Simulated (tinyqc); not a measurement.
Trap density from two Hall measurements.

Inverse problem. p-type body, charge-sheet picture, full ionisation (an idealisation for deep acceptors), Boltzmann statistics for free electrons. e = Ec - EF at the surface. psi = Eg - Vt ln(Nv/Na) - e; N_dep = sqrt(2 eps0 eps_r Na (psi - Vt)/q); n_f = sqrt(N_dep^2 + 2 eps0 eps_r Vt Nc exp(-e/Vt)/q) - N_dep; Vg = Vfb + psi + q (N_dep + n_t + n_f)/Cox, Cox = eps0 eox/tox. Find e and n_t at both points and the mean trap density between them.

Values chosen for this exercise; band and dielectric values close to those of 4H silicon carbide: temperature T = 475 K; band gap Eg = 3.25 eV; relative permittivity eps_r = 9.89; conduction-band density of states at T Nc = 3.43e19 cm^-3; valence-band density of states at T Nv = 5e19 cm^-3; relative permittivity of the insulator eox = 3.9; insulator thickness tox = 27 nm; acceptor density Na = 1.1e17 cm^-3; flat-band voltage without trapped charge Vfb = -2.05 V.

Constants: q = 1.602176634e-19 C, kB = 1.380649e-23 J/K, Vt = kB T/q, eps0 = 8.8541878128e-14 F/cm where lengths are in cm. Results are converted to the units shown.

Vg (V): [3.9558777, 5.3577030]
free sheet density from the Hall effect (cm^-2): [8.6076470e10, 4.9158111e11]

Answer. Each n_f fixes e; what the gate voltage holds beyond psi, N_dep and n_f is trapped; the difference quotient is the density, smeared over a few Vt.

e (eV): [0.1580, 0.08200]
n_t (cm^-2): [6.048e11, 1.233e12]
mean trap density = 8.265e12 cm^-2 eV^-1

Numbers from tinyqc (`OMP_NUM_THREADS=1 python tinyqc.py 2222096 2222097 out.jsonl`; about 0.04 s on one thread of a shared Intel Xeon 2.30GHz).
